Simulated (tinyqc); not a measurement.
Changing the starting point (curvature and rotation are those of the first step): minimum-mode following (dimer method) and harmonic rate on a two-dimensional model surface. Computed by tinyqc, a small Python program. Command: `OMP_NUM_THREADS=1 python tinyqc.py 3004741 3004742 out.jsonl dimer sweep`. One thread of a shared host (Intel(R) Xeon(R) Processor @ 2.30GHz), about 0.03 s of CPU time with the checks.

V(x, y) = -A (cos kx + cos ky) - B cos kx cos ky + (C sin ky + S sin kx)(1 - cos kx), k = 2 pi/a; the atom hops from the minimum at (0, 0) to that at (a, 0).

Inputs (values chosen for the exercise, for a model surface):

| quantity | value | unit |
|---|---|---|
| amplitude A | 0.24 | eV |
| amplitude B | 0.06 | eV |
| skew C | 0.068 | eV |
| asymmetry S | -0.055 | eV |
| period a | 3.3 | angstrom |
| offset of the start in y | 0.055 | angstrom |
| first angle of the dimer | 20 | degrees |
| half length delta | 0.02 | angstrom |
| step factor eta | 0.23 | angstrom^2/eV |

Surface: adatom on a square lattice.

Method:
- Newton steps x(new) = x - H^-1 grad V (moves limited to 0.3 angstrom) from (0, 0), (a, 0) and (a/2, 0) give the two minima and the saddle.
- R0 = start minimum + fraction x (saddle - minimum) + (0, offset); in practice such a guess comes from a displaced minimum.
- Dimer at R with unit axis N = (cos phi, sin phi) and normal T = (-sin phi, cos phi). Gradients g at R +/- delta N and at R +/- delta T give H N and H T by central differences, (g+ - g-)/(2 delta). With C_N = N.H N, C_T = T.H T and b = T.H N, rotate by theta = (1/2) atan2(-2b, C_T - C_N), the angle of least curvature C = (C_N + C_T)/2 - sqrt((C_N - C_T)^2/4 + b^2).
- Translate along F = -g + 2 (g.N) N if C < 0, else along F = (g.N) N, with the new axis: R(new) = R + eta F, the move limited to 0.2 angstrom.
- R0 = start minimum + fraction x (saddle - minimum) + (0, offset). Stop when |g| is below 1e-5 eV/angstrom, after 150 steps at most.

One run for each value:

| start as a fraction of the way from minimum to saddle | steps | least curvature C (eV/angstrom^2) | rotation theta (degrees) |
|---|---|---|---|
| 0.2 | 58 | 0.5114 | -37.15 |
| 0.3 | 55 | 0.2827 | -38.09 |
| 0.4 | 52 | 0.1454 | -39.17 |
| 0.5 | 48 | 0.0531 | -38.92 |
| 0.6 | 45 | -0.0702 | -35.71 |
| 0.7 | 40 | -0.2930 | -29.86 |
| 0.8 | 44 | -0.6247 | -24.03 |
| 0.9 | 44 | -0.9809 | -19.76 |

Over the rows, steps goes from 58.0 through a minimum among these rows, 40.0 at 0.700, to 44.0. Starts with a positive curvature must first climb out of the convex region around the minimum.

Extremes, crossings and ranges named in words are read from the listed rows.
